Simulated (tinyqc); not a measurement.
Lifetime against injection: Shockley-Read-Hall recombination through one deep level.

One level at Et with degeneracy 1: tn = 1/(sn vth Nt), tp = 1/(sp_ vth Nt), n1 = Nc exp((Et - Eg)/kT), p1 = Nv exp(-Et/kT), ni^2 = n1 p1. Equilibrium n0 = Nm, p0 = ni^2/Nm; n = n0 + dn, p = p0 + dn. U = (n p - ni^2)/(tp (n + n1) + tn (p + p1)), lifetime dn/U; emission rates en = sn vth n1, ep = sp_ vth p1.

Constants: kB = 8.617333262e-05 eV/K.

Inputs chosen for the exercise (gap and densities of states near those of Si at this temperature; shifted at random, so the results belong to these values and not to a real crystal): Eg = 1.139 eV (gap); Nc = 2.06e+19 1/cm^3 (conduction-band density of states); Nv = 8.69e+18 1/cm^3 (valence-band density of states); T = 250 K; Et = 0.357 eV (recombination level above Ev); Nt = 3.7e+14 1/cm^3 (defects); sn = 5.6e-15 cm^2 (electron capture cross-section); sp_ = 1.5e-14 cm^2 (hole capture cross-section); vth = 12000000 cm/s (thermal velocity, both carriers); Nm = 7.1e+15 1/cm^3 (equilibrium electrons for the lifetime steps).

Recombination:

| dn (1/cm^3) | lifetime (microsecond) | U (1/(cm^3 s)) |
|---|---|---|
| 1.0e+11 | 0.01502 | 6.66e+18 |
| 1.0e+12 | 0.01502 | 6.66e+19 |
| 1.0e+13 | 0.01507 | 6.63e+20 |
| 1.0e+14 | 0.01558 | 6.42e+21 |
| 1.0e+15 | 0.01998 | 5.00e+22 |
| 1.0e+16 | 0.03854 | 2.59e+23 |
| 1.0e+17 | 0.05257 | 1.90e+24 |
| 1.0e+18 | 0.05495 | 1.82e+25 |

What does the comparison show, and why?

The lifetime rises from 0.01502 to 0.05495 microsecond; tn + tp = 0.05523. At low injection it is tp (1 + n1/n0) + tn p1/n0 with n1/Nm = 5e-13 and p1/Nm = 7.8e-05: re-emission is negligible, so minority capture alone counts. Auger and radiative paths are left out; they cut in at the highest injections, and in a doped direct-gap crystal the radiative one counts at all injections. dn = dp neglects trapped charge, which matters where the traps hold a charge comparable with dn, at low injection and with very unequal cross sections.

(tinyqc, `OMP_NUM_THREADS=1 python tinyqc.py 1651231 1651232 out.jsonl`, Intel(R) Xeon(R) Processor @ 2.30GHz, 1 thread, shared host, about 0.01 s.)
